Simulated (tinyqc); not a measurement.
Uniformly doped HEMT, charge control: effect of the undoped spacer next to the channel.

A two-dimensional electron gas of density ns under a barrier. EF and the subbands are counted from the conduction-band edge of the channel at the interface. Two subbands of a triangular well with an infinite wall, parabolic band, no carriers in the barrier.

Fully depleted barrier with eb = ebr: Vp = q ND (d - ds)^2/(2 eps0 eb); donors per area ND (d - ds); Voff = phiB - dEc - Vp. F = q (eta ns + Nb)/(eps0 ec) in eV/nm; E_k = a_k (C F^2/me)^(1/3), a_0 = 2.338107, a_1 = 4.087949, C = hbar^2/(2 m0); D = me m0 q/(pi hbar^2); ns = D Vt [ln(1 + exp((EF - E_0)/Vt)) + ln(1 + exp((EF - E_1)/Vt))], which gives EF = E_0 + Vt ln{2 s/[(1 + u) + sqrt((1 + u)^2 + 4 u s)]} with s = exp(ns/(D Vt)) - 1, u = exp((E_0 - E_1)/Vt). Charge control: ns + Nb = eps0 eb (Vg - Voff - EF)/(q d). Gate capacitance C = q dns/dVg = eps0 eb/(d + dd), dd = (eps0 eb/q) dEF/dns.

Parameters, values chosen for the exercise; material values close to those of AlGaAs on GaAs:
```
symbol   value   unit                                         meaning
T           77      K                                     temperature
d           21     nm          barrier thickness from gate to channel
me      0.0681     m0                    electron mass in the channel
ec        12.9                   relative permittivity of the channel
ebr       12.2                   relative permittivity of the barrier
phiB     0.978     eV                      barrier height of the gate
dEc      0.225     eV                          conduction-band offset
ND      1.3e18  cm^-3                 donor density of the doped part
eta        0.5         share of ns that counts in the confining field
Nb      8.8e10  cm^-2                  depletion charge of the buffer
Vg         0.8      V                                    gate voltage
```

Constants: q = 1.602176634e-19 C, kB = 1.380649e-23 J/K, hbar = 1.054571817e-34 J s, m0 = 9.1093837015e-31 kg, Vt = kB T/q, eps0 = 8.8541878128e-14 F/cm where lengths are in cm, hbar^2/(2 m0) = 0.0380998212 eV nm^2. Results are converted to the units shown.

Result of one run:
```
Voff (V)  ns (cm^-2)  EF (eV)  EF - E_0 (eV)  second subband (%)  dd (nm)  C (uF/cm^2)  EF/dEc
0.4406      7.632e11  0.09424        0.02654              0.6429    5.654       0.4053  0.4188
```

Which undoped spacer next to the channel ds gave this result: 1, 3, 4, 7 or 9 nm?

ds = 3 nm.

The whole series:
```
ds (nm)  Voff (V)  ns (cm^-2)  EF (eV)  EF - E_0 (eV)  second subband (%)  dd (nm)  C (uF/cm^2)  EF/dEc
1          0.3674    9.494e11   0.1095        0.03315              0.5266    5.434       0.4086  0.4868
3          0.4406    7.632e11  0.09424        0.02654              0.6429    5.654       0.4053  0.4188
4          0.4744    6.781e11  0.08702        0.02347              0.7287    5.785       0.4033  0.3867
6          0.5361    5.236e11  0.07342        0.01779              0.9774    6.111       0.3984  0.3263
7          0.5640    4.543e11  0.06704        0.01514               1.152    6.317       0.3954  0.2979
9          0.6142    3.317e11  0.05510        0.01017               1.637    6.862       0.3877  0.2449
10         0.6363    2.784e11  0.04953       0.007812               1.961    7.227       0.3827  0.2202
12         0.6749    1.877e11  0.03921       0.003239               2.795    8.248       0.3693  0.1743
```

As ds goes from 1 to 12, ns falls from 9.49e11 to 1.88e11 cm^-2, EF falls from 0.110 to 0.0392 eV and C falls from 0.409 to 0.369 uF/cm^2. Voff rises from 0.367 to 0.675 V.

tinyqc, about 0.01 s, one thread, Intel Xeon 2.30GHz (shared host): `OMP_NUM_THREADS=1 python tinyqc.py 2180040 2180041 out.jsonl`
